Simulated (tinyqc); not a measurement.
Gate length: charge control and current of a heterostructure field-effect transistor. Computed by tinyqc, a small Python program. Command: `OMP_NUM_THREADS=1 python tinyqc.py 3019958 3019959 out.jsonl hemt walk`. One thread of a shared host (Intel(R) Xeon(R) Processor @ 2.30GHz), about 0.01 s of CPU time with the checks.

Two subbands in a triangular well; E_F is counted from the conduction band edge of the channel at the interface.

Inputs (values chosen for the exercise, modelled on AlGaAs/GaAs):
```
quantity,value,unit
channel mass m,0.07,m_0
permittivity eps (barrier and channel),12.4,-
barrier thickness d,32,nm
Schottky barrier phi_B,0.87,eV
conduction band offset dE_c,0.23,eV
delta-doping density N_d,6.7e+12,1/cm^2
gate voltage V_G,0,V
mobility mu,5600,cm^2/(V s)
saturation velocity v_s,1.3,1e7 cm/s
gate length L,1000,nm
source resistance R_S,0,ohm mm
temperature T,400,K
mixing,0.5,-
iteration cap,200,-
spacer between delta layer and channel,3.3,nm
```

Charge source: delta doping. Velocity law: two-piece.

Constants: e = 1.602176634e-19 C; eps_0 = 8.8541878128e-12 F/m; k_B = 8.617333262e-05 eV/K; hbar = 1.054571817e-34 J s; m_0 = 9.1093837015e-31 kg; k_B = 1.380649e-23 J/K.

Method:
- Threshold V_T = phi_B - dE_c - e N_d (d - spacer)/(eps eps_0) (in volts); C_b = eps eps_0/d.
- Charge control: n_s = C_b (V_G - V_T - E_F/e)/e. Well: mean field F = e n_s/(2 eps eps_0), E_i = (hbar^2/2m)^(1/3) [(3 pi e F/2)(i + 3/4)]^(2/3), i = 0, 1; n_s = D k_B T sum_i ln(1 + exp((E_F - E_i)/k_B T)), D = m/(pi hbar^2), which is solved in closed form for E_F.
- Iteration from n_s = C_b (V_G - V_T)/(2e): E_F from n_s, n_out from the charge control, n_new = n_s + mixing (n_out - n_s), kept above n_s/10; stop when |n_out/n_s - 1| < 1e-9.
- C_g = e dn_s/dV_G = 1/(1/C_b + 1/C_q), 1/C_q = d(E_F/e)/d(e n_s) by a central difference of +/- 0.1 % in n_s; added distance dd = eps eps_0/C_q.
- With V = e n_s/C_g and V_c = v_s L/mu: for v = mu F up to v_s, I/W = C_g v_s V_c (sqrt(1 + (V/V_c)^2) - 1) and V_Dsat = V + V_c - sqrt(V^2 + V_c^2); g_m = dI/dV; extrinsic g_m/(1 + g_m R_S); f_T = g_m/(2 pi C_g L).

sheet density n_s = 3.99865e+12 1/cm^2

gate capacitance C_g = 0.303068 microfarad/cm^2

V = 2.11389 V

Scaling; the last columns are v_s/(2 pi L) and mu V/(2 pi L^2):
```
L (nm),I/W (mA/mm),g_m (mS/mm),extrinsic g_m (mS/mm),f_T (GHz),velocity limit (GHz),mobility limit (GHz)
30,830.11,393.99,393.99,689.67,689.67,2.0934e+05
60,827.38,393.98,393.98,344.83,344.84,5.2335e+04
120,821.95,393.95,393.95,172.40,172.42,1.3084e+04
250,810.30,393.84,393.84,82.73,82.76,3.0145e+03
500,788.37,393.40,393.40,41.32,41.38,7.5362e+02
1000,746.40,391.63,391.63,20.57,20.69,1.8840e+02
2000,669.78,384.82,384.82,10.10,10.35,4.7101e+01
5000,492.83,345.35,345.35,3.63,4.14,7.5362e+00
```

What does the comparison show, and why?

f_T scales as L^-1.00 at the short end and L^-1.12 at the long end; the two limits cross at L = mu V/v_s = 9110 nm. g_m tends to C_g v_s = 394 mS/mm. Fringe capacitances and short-channel effects, left out, lower f_T once L is below about ten barrier thicknesses. Caution: E_F lies above the conduction band minimum of the barrier, so electrons would spill into the barrier.

Extremes, crossings and ranges named in words are read from the listed rows.
